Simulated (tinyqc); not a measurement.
Worked calculation: UHF in the sto-3g basis, for H3, spin multiplicity 2. Computed by tinyqc, a small Python program that keeps every step (integrals from PySCF). Settings: charge = 0, multiplicity = 2, basis = sto-3g, energy threshold = 1e-08, iteration cap = 76, orthogonalisation = symmetric, start = random, DIIS depth = 0, method = UHF. Command: `OMP_NUM_THREADS=1 python tinyqc.py 26214 26215 out.jsonl` (the two numbers bound the seeds that draw the settings). One thread of a shared host (Intel(R) Xeon(R) Processor @ 2.60GHz), about 0.1 s of CPU time with the checks. Later iterations appear only in the table of the cycle.

## One-electron integrals

Geometry (angstrom):
```
atom       x       y       z
H     0.0000  0.0000  0.0000
H     0.0000  0.0000  1.1420
H     0.0000  0.9890  0.5710
```

Basis sto-3g: exponents (1/bohr^2) and contraction coefficients of normalised primitives:
```
element  l (shell)  exponent  coefficient
H            s (1)    3.4253       0.1543
H            s (1)    0.6239       0.5353
H            s (1)    0.1689       0.4446
```

Overlap, kinetic and nuclear-attraction integrals over the contracted functions; the nuclear repulsion is the sum of Za Zb / Rab.

nuclear repulsion = 1.390133 hartree

overlap S, lower triangle:
```
        1H 1s   2H 1s   3H 1s
1H 1s  1.0000
2H 1s  0.4170  1.0000
3H 1s  0.4170  0.4170  1.0000
```

kinetic energy T (hartree), lower triangle:
```
        1H 1s   2H 1s   3H 1s
1H 1s  0.7600
2H 1s  0.0667  0.7600
3H 1s  0.0667  0.0667  0.7600
```

nuclear attraction V (hartree), lower triangle:
```
         1H 1s    2H 1s    3H 1s
1H 1s  -2.1371
2H 1s  -0.8313  -2.1371
3H 1s  -0.8313  -0.8313  -2.1371
```

core Hamiltonian H = T + V (hartree), lower triangle:
```
         1H 1s    2H 1s    3H 1s
1H 1s  -1.3771
2H 1s  -0.7645  -1.3771
3H 1s  -0.7645  -0.7645  -1.3771
```

## Two-electron integrals

Functions are numbered as in S; the eight-fold symmetry (ij|kl) = (ji|kl) = (kl|ij) leaves the list below.

Two-electron integrals (ij|kl) in chemists' order, unique and non-zero (hartree):
```
(11|11) 0.7746   (21|11) 0.2487   (21|21) 0.1074   (22|11) 0.4343
(22|21) 0.2487   (22|22) 0.7746   (31|11) 0.2487   (31|21) 0.0950
(31|22) 0.1917   (31|31) 0.1074   (32|11) 0.1917   (32|21) 0.0950
(32|22) 0.2487   (32|31) 0.0950   (32|32) 0.1074   (33|11) 0.4343
(33|21) 0.1917   (33|22) 0.4343   (33|31) 0.2487   (33|32) 0.2487
(33|33) 0.7746
```

## Orthogonalisation

S = U s U^T; symmetric (Loewdin) form X = U s^(-1/2) U^T, so that X^T S X = 1.

eigenvalues of S: 0.5830  0.5830  1.8339

X, lower triangle:
```
         1H 1s    2H 1s   3H 1s
1H 1s   1.1192
2H 1s  -0.1904   1.1192
3H 1s  -0.1904  -0.1904  1.1192
```

## Starting guess

The start is random orthonormal orbitals; D(s) = C_occ C_occ^T for each spin.

D(alpha) at the start, lower triangle:
```
         1H 1s    2H 1s   3H 1s
1H 1s   0.9240
2H 1s   0.2812   0.2023
3H 1s  -0.3383  -0.4763  1.3186
```

D(beta) at the start, lower triangle:
```
         1H 1s    2H 1s   3H 1s
1H 1s   0.0862
2H 1s  -0.0693   0.0556
3H 1s   0.2740  -0.2201  0.8710
```

## Iteration 1: building the Fock matrix

J_ij = sum D_kl (ij|kl) with D = D(alpha) + D(beta), K_ij = sum D_kl (ik|jl) for each spin; F = H + J - K(s); E = tr D H + tr D J / 2 - 0.5 sum_s tr D(s) K(s) + E_nn.

Coulomb J (hartree), lower triangle:
```
        1H 1s   2H 1s   3H 1s
1H 1s  1.6518
2H 1s  0.6362  1.3238
3H 1s  0.7393  0.6807  1.9497
```

exchange K(alpha) (hartree), lower triangle:
```
        1H 1s   2H 1s   3H 1s
1H 1s  0.7602
2H 1s  0.3241  0.2363
3H 1s  0.3376  0.1915  0.7906
```

exchange K(beta) (hartree), lower triangle:
```
        1H 1s   2H 1s   3H 1s
1H 1s  0.2264
2H 1s  0.0959  0.0541
3H 1s  0.3088  0.1781  0.7035
```

F(alpha) (hartree), lower triangle:
```
         1H 1s    2H 1s    3H 1s
1H 1s  -0.4855
2H 1s  -0.4525  -0.2896
3H 1s  -0.3629  -0.2754  -0.2180
```

F(beta) (hartree), lower triangle:
```
         1H 1s    2H 1s    3H 1s
1H 1s   0.0484
2H 1s  -0.2243  -0.1074
3H 1s  -0.3341  -0.2619  -0.1309
```

total energy of this density = -0.917905 hartree

## Iteration 1: diagonalisation and new density

Diagonalise F' = X^T F X, C = X C', fill 2 alpha and 1 beta electrons from the bottom; D(s) = C_occ C_occ^T. Each column has its largest component positive (the first on a tie).

F' = X^T F X (alpha) (hartree), lower triangle:
```
         1        2        3
1  -0.2990
2  -0.3130  -0.1044
3  -0.1996  -0.1202  -0.0620
```

orbital energies (alpha) (hartree): MO1 -0.6252, MO2 0.0295, MO3 0.1303

coefficients C (alpha):
```
          MO1      MO2      MO3
1H 1s  0.6652  -0.3031  -0.8893
2H 1s  0.3880  -0.5688   0.9226
3H 1s  0.1810   1.1205   0.1920
```

F' = X^T F X (beta) (hartree), lower triangle:
```
         1        2       3
1   0.2709
2  -0.1759   0.0455
3  -0.3309  -0.1863  0.0716
```

orbital energies (beta) (hartree): MO1 -0.3419, MO2 0.2107, MO3 0.5192

coefficients C (beta):
```
          MO1      MO2      MO3
1H 1s  0.3446  -0.3585   1.0382
2H 1s  0.3923   1.0738  -0.1350
3H 1s  0.5348  -0.6566  -0.7798
```

D(alpha) after iteration 1, lower triangle:
```
         1H 1s    2H 1s   3H 1s
1H 1s   0.5343
2H 1s   0.4305   0.4741
3H 1s  -0.2192  -0.5671  1.2883
```

D(beta) after iteration 1, lower triangle:
```
        1H 1s   2H 1s   3H 1s
1H 1s  0.1188
2H 1s  0.1352  0.1539
3H 1s  0.1843  0.2098  0.2860
```

## Iteration 2: building the Fock matrix

As before.

Coulomb J (hartree), lower triangle:
```
        1H 1s   2H 1s   3H 1s
1H 1s  1.5892
2H 1s  0.6674  1.5440
3H 1s  0.7064  0.6969  1.7977
```

exchange K(alpha) (hartree), lower triangle:
```
        1H 1s   2H 1s   3H 1s
1H 1s  0.6006
2H 1s  0.3809  0.4535
3H 1s  0.3403  0.2424  0.7970
```

exchange K(beta) (hartree), lower triangle:
```
        1H 1s   2H 1s   3H 1s
1H 1s  0.3380
2H 1s  0.2812  0.3693
3H 1s  0.3140  0.3259  0.4725
```

F(alpha) (hartree), lower triangle:
```
         1H 1s    2H 1s    3H 1s
1H 1s  -0.3884
2H 1s  -0.4780  -0.2865
3H 1s  -0.3985  -0.3100  -0.3764
```

F(beta) (hartree), lower triangle:
```
         1H 1s    2H 1s    3H 1s
1H 1s  -0.1258
2H 1s  -0.3783  -0.2023
3H 1s  -0.3722  -0.3935  -0.0519
```

total energy of this density = -1.298010 hartree

## Iteration 2: diagonalisation and new density

As before.

F' = X^T F X (alpha) (hartree), lower triangle:
```
         1        2        3
1  -0.1595
2  -0.3606  -0.0797
3  -0.2217  -0.1174  -0.2287
```

orbital energies (alpha) (hartree): MO1 -0.6312, MO2 -0.0890, MO3 0.2524

coefficients C (alpha):
```
          MO1      MO2      MO3
1H 1s  0.5354  -0.3917   0.9408
2H 1s  0.3819  -0.6215  -0.8906
3H 1s  0.3546   1.0826  -0.1656
```

F' = X^T F X (beta) (hartree), lower triangle:
```
         1        2       3
1   0.1245
2  -0.2841   0.0421
3  -0.3127  -0.3249  0.2220
```

orbital energies (beta) (hartree): MO1 -0.4892, MO2 0.3677, MO3 0.5101

coefficients C (beta):
```
          MO1      MO2      MO3
1H 1s  0.4095  -0.8871  -0.6087
2H 1s  0.4946   0.9529  -0.4154
3H 1s  0.3719  -0.1309   1.0815
```

D(alpha) after iteration 2, lower triangle:
```
         1H 1s    2H 1s   3H 1s
1H 1s   0.4401
2H 1s   0.4479   0.5321
3H 1s  -0.2342  -0.5374  1.2978
```

D(beta) after iteration 2, lower triangle:
```
        1H 1s   2H 1s   3H 1s
1H 1s  0.1677
2H 1s  0.2025  0.2447
3H 1s  0.1523  0.1840  0.1383
```

## Iteration 3: building the Fock matrix

As before.

Coulomb J (hartree), lower triangle:
```
        1H 1s   2H 1s   3H 1s
1H 1s  1.5790
2H 1s  0.6767  1.6056
3H 1s  0.6960  0.6989  1.7466
```

exchange K(alpha) (hartree), lower triangle:
```
        1H 1s   2H 1s   3H 1s
1H 1s  0.5417
2H 1s  0.3864  0.5098
3H 1s  0.3302  0.2670  0.8111
```

exchange K(beta) (hartree), lower triangle:
```
        1H 1s   2H 1s   3H 1s
1H 1s  0.3824
2H 1s  0.3218  0.4436
3H 1s  0.2927  0.3126  0.3572
```

F(alpha) (hartree), lower triangle:
```
         1H 1s    2H 1s    3H 1s
1H 1s  -0.3397
2H 1s  -0.4743  -0.2813
3H 1s  -0.3987  -0.3326  -0.4415
```

F(beta) (hartree), lower triangle:
```
         1H 1s    2H 1s   3H 1s
1H 1s  -0.1805
2H 1s  -0.4097  -0.2150
3H 1s  -0.3612  -0.3782  0.0124
```

total energy of this density = -1.340940 hartree

## Iteration 3: diagonalisation and new density

As before.

F' = X^T F X (alpha) (hartree), lower triangle:
```
         1        2        3
1  -0.1038
2  -0.3656  -0.0657
3  -0.2149  -0.1326  -0.2983
```

orbital energies (alpha) (hartree): MO1 -0.6343, MO2 -0.1202, MO3 0.2867

coefficients C (alpha):
```
          MO1      MO2      MO3
1H 1s  0.4635  -0.4638   0.9462
2H 1s  0.3625  -0.6251  -0.8961
3H 1s  0.4508   1.0528  -0.1169
```

F' = X^T F X (beta) (hartree), lower triangle:
```
         1        2       3
1   0.0677
2  -0.3125   0.0342
3  -0.2982  -0.3146  0.2866
```

orbital energies (beta) (hartree): MO1 -0.5007, MO2 0.3639, MO3 0.5252

coefficients C (beta):
```
          MO1      MO2      MO3
1H 1s  0.4616   0.9433  -0.4716
2H 1s  0.5050  -0.9082  -0.4953
3H 1s  0.3040  -0.0071   1.1103
```

D(alpha) after iteration 3, lower triangle:
```
         1H 1s    2H 1s   3H 1s
1H 1s   0.4299
2H 1s   0.4579   0.5222
3H 1s  -0.2793  -0.4947  1.3115
```

D(beta) after iteration 3, lower triangle:
```
        1H 1s   2H 1s   3H 1s
1H 1s  0.2131
2H 1s  0.2331  0.2551
3H 1s  0.1403  0.1535  0.0924
```

## Iteration 52 (converged): orbitals

converged F(alpha) (hartree), lower triangle:
```
         1H 1s    2H 1s    3H 1s
1H 1s  -0.1099
2H 1s  -0.4124  -0.4733
3H 1s  -0.4123  -0.3715  -0.4734
```

converged F(beta) (hartree), lower triangle:
```
         1H 1s    2H 1s   3H 1s
1H 1s  -0.4078
2H 1s  -0.3981   0.0317
3H 1s  -0.3980  -0.2866  0.0319
```

As before.

F' = X^T F X (alpha) (hartree), lower triangle:
```
         1        2        3
1   0.1526
2  -0.2859  -0.3098
3  -0.2857  -0.1352  -0.3100
```

orbital energies (alpha) (hartree): MO1 -0.6489, MO2 -0.1748, MO3 0.3564

coefficients C (alpha):
```
          MO1      MO2      MO3
1H 1s  0.2635  -0.0003   1.1206
2H 1s  0.5007  -0.9259  -0.4660
3H 1s  0.5008   0.9262  -0.4655
```

F' = X^T F X (beta) (hartree), lower triangle:
```
         1        2       3
1  -0.1900
2  -0.3107   0.2890
3  -0.3107  -0.2570  0.2892
```

orbital energies (beta) (hartree): MO1 -0.5321, MO2 0.3743, MO3 0.5461

coefficients C (beta):
```
          MO1      MO2      MO3
1H 1s  0.7176   0.9001  -0.0003
2H 1s  0.2534  -0.6355  -0.9258
3H 1s  0.2532  -0.6349   0.9263
```

D(alpha) after iteration 52, lower triangle:
```
        1H 1s    2H 1s   3H 1s
1H 1s  0.0694
2H 1s  0.1322   1.1080
3H 1s  0.1316  -0.6069  1.1085
```

D(beta) after iteration 52, lower triangle:
```
        1H 1s   2H 1s   3H 1s
1H 1s  0.5150
2H 1s  0.1818  0.0642
3H 1s  0.1817  0.0642  0.0641
```

## Convergence

Stop when the energy changes by less than 1e-08 hartree and every element of the error matrix X^T (F D S - S D F) X (for each spin) is below 3e-05.

Course of the cycle:
```
iteration  E (hartree)     change  largest element of the error matrix
1            -0.917905          -                             2.19e-01
2            -1.298010  -3.80e-01                             1.16e-01
3            -1.340940  -4.29e-02                             5.03e-02
4            -1.350360  -9.42e-03                             2.39e-02
5            -1.353141  -2.78e-03                             1.15e-02
6            -1.354022  -8.82e-04                             6.48e-03
7            -1.354333  -3.11e-04                             5.11e-03
8            -1.354475  -1.42e-04                             4.51e-03
9            -1.354577  -1.02e-04                             4.39e-03
10           -1.354684  -1.08e-04                             4.60e-03
11           -1.354819  -1.35e-04                             5.05e-03
12           -1.354996  -1.77e-04                             5.67e-03
13           -1.355230  -2.34e-04                             6.43e-03
14           -1.355539  -3.09e-04                             7.32e-03
...                ...        ...                                  ...
39           -1.369475  -4.42e-06                             6.41e-04
40           -1.369477  -2.76e-06                             4.99e-04
41           -1.369479  -1.72e-06                             3.88e-04
42           -1.369480  -1.07e-06                             3.02e-04
43           -1.369481  -6.71e-07                             2.36e-04
44           -1.369481  -4.19e-07                             1.84e-04
45           -1.369482  -2.62e-07                             1.44e-04
46           -1.369482  -1.64e-07                             1.13e-04
47           -1.369482  -1.03e-07                             8.83e-05
48           -1.369482  -6.42e-08                             6.93e-05
49           -1.369482  -4.02e-08                             5.44e-05
50           -1.369482  -2.52e-08                             4.28e-05
51           -1.369482  -1.58e-08                             3.36e-05
52           -1.369482  -9.87e-09                             2.65e-05
```

PySCF UHF in the same basis, after a stability check = -1.369482 hartree

Converged in 52 iterations.

## Populations, bond orders and dipole

Mulliken: Z minus the diagonal of D S on the atom; Loewdin: the same with S^(1/2) D S^(1/2); Mayer order: 2 sum_s sum (D(s) S)_ij (D(s) S)_ji over the two atoms.

Charges (e):
```
atom  Mulliken  Loewdin  Mulliken spin
1H      0.1539   0.1747        -0.4871
2H     -0.0769  -0.0873         0.7434
3H     -0.0770  -0.0875         0.7437
```

Mayer bond orders:
```
pair   order
2-1   0.3698
3-1   0.3692
3-2   0.0717
```

dipole moment about the origin, x y z (debye): 0.0000  -0.3660  -0.6331

<S^2> of the determinant (pure state: 0.75) = 0.9331
